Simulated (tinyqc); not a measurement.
Scaling with the misfit: strain-driven roughening and islands of a mismatched epitaxial film. Computed by tinyqc, a small Python program. Command: `OMP_NUM_THREADS=1 python tinyqc.py 3005481 3005482 out.jsonl island walk`. One thread of a shared host (Intel(R) Xeon(R) Processor @ 2.30GHz), about 0.01 s of CPU time with the checks.

Film and substrate share isotropic elastic constants; the film is coherent and biaxially strained.

Inputs (values chosen for the exercise, modelled on GaN on AlN):

| quantity | value | unit |
|---|---|---|
| misfit \|f\| | 0.0238 | - |
| shear modulus G | 121 | GPa |
| Poisson ratio nu | 0.19 | - |
| surface energy gamma | 1.73 | J/m^2 |
| contact angle of the shallow shape theta_1 | 10.5 | degrees |
| contact angle of the steep shape theta_2 | 22.7 | degrees |
| facet energy of shape 1 over gamma | 1.001 | - |
| facet energy of shape 2 over gamma | 1.039 | - |
| surface mobility D_s nu_s Omega^2/(k_B T) | 1.2e-35 | m^6/(J s) |

Transport: surface diffusion.

Constants: e = 1.602176634e-19 C.

Method:
- M = 2 G (1 + nu)/(1 - nu); stress = M f; energy density w = M f^2.
- A ripple A cos(k x) has the surface chemical potential per volume [gamma k^2 - 2 (1 + nu) w k] A cos(k x), so k_c = 2 (1 + nu) w/gamma. With surface diffusion the amplitude grows at the rate q = B k^2 [2 (1 + nu) w k - gamma k^2], fastest at k_m = (3/4) k_c. B is the surface mobility.
- Shallow faceted island (Tersoff form): E = 4 Gam V^(2/3) tan^(1/3)(theta) - 6 c V tan(theta), Gam = gamma [x/sin(theta) - 1/tan(theta)], x the facet energy over gamma, c = stress^2 (1 - nu)/(2 pi G).
- The barrier is the maximum of E, at V_c = [4 Gam/(9 c)]^3 / tan^2(theta) (1 GPa nm = 1 J/m^2).
- V_c = [4 Gam/(9 c)]^3/tan^2(theta), barrier = (4/3) Gam V_c^(2/3) tan^(1/3)(theta); the growth time is 1/q at k_m.

fastest wavelength = 30.2382 nm

growth time 1/q at k_m = 77.5176 s

critical volume, shape 1 = 27.5238 nm^3

barrier, shape 1 = 7.28641 eV

Misfit scaled at fixed constants:

| \|f\| (%) | fastest wavelength (nm) | growth time (s) | V_c of shape 1 (nm^3) | barrier of shape 1 (eV) |
|---|---|---|---|---|
| 0.595 | 483.81 | 5.0802e+06 | 1.1274e+05 | 1.8653e+03 |
| 0.833 | 246.84 | 3.4424e+05 | 1.4973e+04 | 4.8556e+02 |
| 1.190 | 120.95 | 1.9845e+04 | 1.7615e+03 | 1.1658e+02 |
| 1.666 | 61.71 | 1.3447e+03 | 2.3395e+02 | 3.0347e+01 |
| 2.380 | 30.24 | 7.7518e+01 | 2.7524e+01 | 7.2864e+00 |
| 3.332 | 15.43 | 5.2526e+00 | 3.6554e+00 | 1.8967e+00 |

Halving the misfit stretches the wavelength 4 times, the barrier 16 times, the volume 64 times and the time 256 times: f^(-2), f^(-4), f^(-6), f^(-8). Over these rows the time spans 6.0 decades: strongly mismatched films tend to roughen first, while dilute alloys have time to stay flat. Rows with wavelengths under 10 nm or volumes under 5 nm^3 are beyond the continuum picture.

Extremes, crossings and ranges named in words are read from the listed rows.
